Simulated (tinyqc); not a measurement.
Koster-Slater impurity in a tight-binding band, by Green functions and by supercells: one step, computed by the program tinyqc.

One orbital per site, e(k) = -2 t sum cos(k_i) over 2 direction(s), band from -4 t to 4 t, lattice constant 1. One site has the extra energy U. Spin is left out.

Question. The level in the supercell. In a periodic cell of N sites along each direction with Bloch vector K, the level solves 1/U = N^-d sum_k 1/(E - e(k)), k_i = (2 pi m_i + K_i)/N, m_i = 0..N-1; the outermost root on the side of U is taken (bisection). d is the number of directions. Gamma means K_i = 0, the zone corner K_i = pi, the quarter point K_i = pi/2. The error is measured against the isolated level E_b.

Inputs (values chosen for the exercise, for a model band): hopping t = 0.68 eV; impurity potential U = 1.87 eV; supercell edge N = 3 sites.

Lattice: square.

level E_b = 2.918097 eV

Give: level at Gamma; level at the corner; level at the quarter point; error at Gamma; width between Gamma and the corner.

Answer.

level at Gamma = 2.543 eV

level at the corner = 3.153 eV

level at the quarter point = 2.879 eV

error at Gamma = -0.3753 eV

width between Gamma and the corner = 0.6102 eV

Images turn the level into a band 0.610 eV wide; the quarter point misses the isolated level by -0.039 eV, far less than Gamma, because the leading hopping between images averages out there.
